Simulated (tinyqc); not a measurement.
Schottky diode by thermionic emission with image-force lowering and series resistance: one step of the calculation.

Metal on an n-type semiconductor with one parabolic valley; V > 0 is forward bias (metal positive). I = I0 [exp(Vj/(n Vt)) - 1] with Vj = V - I Rs; I0 = S A* T^2 exp(-(phi - dphi)/Vt), the lowering dphi taken at zero bias.

Problem. Junction voltage. Newton step for g(Vj) = Vj + Rs I0 [exp(Vj/(n Vt)) - 1] - V = 0: Vj(new) = Vj - g/g', g' = 1 + Rs I0 exp(Vj/(n Vt))/(n Vt).

Values chosen for this exercise; band and dielectric values close to those of gallium nitride:
- T = 300 K (temperature)
- n = 1.07 (ideality factor)
- Rs = 1.5 ohm (series resistance)
- V = 1.29 V (applied bias)

Constants: q = 1.602176634e-19 C, kB = 1.380649e-23 J/K, Vt = kB T/q. Results are converted to the units shown.

I0 = 5.5957004e-16 A
Vj at the start = 0.53 V

Give: Vj after iteration 1.

Solution.

Vj after iteration 1 = 1.290 V

Numbers from tinyqc (`OMP_NUM_THREADS=1 python tinyqc.py 2640009 2640010 out.jsonl`; about 0.01 s on one thread of a shared Intel Xeon 2.30GHz).
